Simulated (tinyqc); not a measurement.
Comparisons within one model: band offset of a heterojunction with an interface dipole (two-band chains, self-consistent charge). A value that a table varies takes the place of the one given here.

Sites alternate A, C. Left: A at -G1/2, C at +G1/2, hopping -t1; right: A at D - G2/2, C at D + G2/2, hopping -t2; the bonds across the two interfaces of a ring (C left to A right, C right to A left) have -sqrt(t1 t2). D is the offset of the mid-gaps, so Ev(right) - Ev(left) = D - (G2 - G1)/2 and Ec(right) - Ec(left) = D + (G2 - G1)/2. The closing bond has its sign reversed (antiperiodic ring). Half the levels are filled with two electrons each. The charge moved is q = (electrons on the left) less one a site; the mean over the two interfaces, q/2, is taken as the charge that crosses each, and its dipole opposes the offset: D = D0 - u q/2.

From here on the ring has 24 cells a side.

Parameters, chosen for this exercise (gaps near those of GaN and AlN; the chains and D0 are free models, so the offsets are not those of the real pair; the results hold for these values, not for the real material): G1 = 3.44 eV (gap on the left); G2 = 6.33 eV (gap on the right); t1 = 2.53 eV (hopping on the left); t2 = 2.6 eV (hopping on the right); u = 4.9 eV (potential step per electron moved across); D0 = 0.79 eV (mid-gap of the right side above that of the left, without dipole).

## Where the moved charge sits

D = 0.64270 eV

Electrons in cell k from an interface at the self-consistent D, less those at D = 0. Interface 1 joins C left to A right, interface 2 C right to A left. The decay lengths 1/(2 kappa a) are those of mid-gap states, cosh(kappa a) = 1 + G^2/(8 t^2).

Change of the electron count:
```
k  left of 1  right of 1  left of 2  right of 2
1    0.02735    -0.03065    0.02220    -0.02493
2    0.00458    -0.00232    0.00371    -0.00183
3    0.00097    -0.00020    0.00079    -0.00016
4    0.00022    -0.00002    0.00018    -0.00001
5    0.00005     0.00000    0.00004     0.00000
6    0.00001     0.00000    0.00001     0.00000
```

decay lengths (cells): left 0.749, right 0.434

Over six cells interface 1 moves +0.0332 electrons to the left side and -0.0332 to the right, interface 2 +0.0269 and -0.0269: each change is a dipole, and the two differ because the bonds join different sites. The first cells hold 87 % of it at interface 1. The tail is longer on the left, where the gap is smaller against the hopping: from k = 2 to 4 it falls by a factor 20.8, and pure mid-gap decay would give 14.4; the exponential carries a prefactor that falls as a power of the distance, so the first cells drop faster.

## Screening of the starting offset

chi = 0.092656 1/eV

D0 is varied; the self-consistent D is found by bisection. chi = dq/dD at D = 0; the linear rule is D = S D0 with S = 1/(1 + u chi/2). The gap of the junction closes (type III) at |D| = (G1 + G2)/2.

Against D0:
```
2 D0/(G1 + G2)  D0 (eV)  q at D0   D (eV)    D/D0  linear (eV)
-0.85            -4.152  -0.5628  -3.2264  0.7770      -3.3840
-0.55            -2.687  -0.2934  -2.1456  0.7986      -2.1897
-0.30            -1.466  -0.1427  -1.1871  0.8100      -1.1944
-0.15            -0.733  -0.0687  -0.5963  0.8137      -0.5972
0.10              0.488   0.0455   0.3979  0.8144       0.3981
0.25              1.221   0.1171   0.9911  0.8115       0.9953
0.50              2.442   0.2593   1.9573  0.8014       1.9906
0.80              3.908   0.5081   3.0526  0.7811       3.1850
0.95              4.641   0.6912   3.5654  0.7683       3.7822
```

D/D0 lies between 0.768 and 0.814, against S = 0.815 from chi at D = 0; the linear rule misses by at most 217 meV. q is odd in D. Less than half of the starting offset is screened, so the natural line-up still counts most.

## Wider gaps screen less

G2 is varied. chi = (q(+0.01) - q(-0.01))/0.02 at D = 0, S = 1/(1 + u chi/2).

Against G2:
```
G2 (eV)  chi (1/eV)       S
0.7         0.26394  0.6073
1.1         0.23636  0.6333
1.5         0.21463  0.6554
2.3         0.18128  0.6924
3.4         0.14799  0.7339
5.5         0.10510  0.7952
7.0         0.08392  0.8295
9.0         0.06321  0.8659
```

chi falls from 0.2639 to 0.0632 1/eV, a factor 4.2, and S rises from 0.607 to 0.866: charge crosses through the tails of states that tunnel into the other gap, and these shorten as the gap widens. u is kept fixed, though a wider gap also screens less and would raise it.

## What each parameter does

Self-consistent D by bisection, q there, and the two offsets. Each row changes one parameter from the base and keeps the others.

Results:
```
case           D (eV)       q  valence offset (eV)  conduction offset (eV)
base           0.6427  0.0601              -0.8023                  2.0877
G1 = 3.956 eV  0.6510  0.0568              -0.5360                  1.8380
G2 = 7.279 eV  0.6587  0.0536              -1.2608                  2.5782
t1 = 2.909 eV  0.6399  0.0613              -0.8051                  2.0849
t2 = 2.99 eV   0.6394  0.0615              -0.8056                  2.0844
D0 = 0.908 eV  0.7383  0.0693              -0.7067                  2.1833
u = 5.635 eV   0.6253  0.0585              -0.8197                  2.0703
```

The largest shifts from the base row, up to three for each result and ties (the steps differ in size, so this ranks the rows, not the parameters). D (eV): D0 +0.0956, u -0.0174, G2 +0.0160. q: D0 +0.0092, G2 -0.0065, G1 -0.0034. valence offset (eV): G2 -0.4585, G1 +0.2663, D0 +0.0956. conduction offset (eV): G2 +0.4905, G1 -0.2497, D0 +0.0956.

Program tinyqc; command `OMP_NUM_THREADS=1 python tinyqc.py 1480023 1480024 out.jsonl`; about 0.4 s on one thread of a shared Intel(R) Xeon(R) Processor @ 2.30GHz.
